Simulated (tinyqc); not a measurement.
Inverter chain driving a load.

N inverters, each f = Hc^(1/N) times larger than the one before: delay tau N (f + pp). Switched capacitance in units of the first input, with output capacitance pp times the input: Hc + (1 + pp)(Hc - 1)/(f - 1).

Parameters, values chosen for the exercise: load over the input capacitance of the chain Hc = 84; parasitic delay of an inverter pp = 0.6; delay unit tau = 6.5 ps.

Results:
```
N      f  delay (ps)  switched capacitance
1  84.00       549.9                 85.60
2  9.165       126.9                 100.3
3  4.380       97.10                 123.3
4  3.027       94.31                 149.5
6  2.093       105.0                 205.5
7  1.883       113.0                 234.4
8  1.740       121.7                 263.5
```

Estimate the missing row, N = 5.

Computed row:
```
N      f  delay (ps)  switched capacitance
5  2.426       98.34                 177.1
```

With this row back in the table: The delay goes from 550 through a minimum of 94.3 (at N = 4 among the rows listed) to 122 ps. The best stage effort solves pp + rho (1 - ln rho) = 0, rho = 3.27, which gives N = ln Hc/ln rho = 3.74. One stage fewer than the best costs 3.0 % in delay and saves 18 % of the switched capacitance.

Computed by the program tinyqc: `OMP_NUM_THREADS=1 python tinyqc.py 2082208 2082209 out.jsonl`, one thread of a shared Intel Xeon 2.30GHz, about 0.01 s for the whole run.
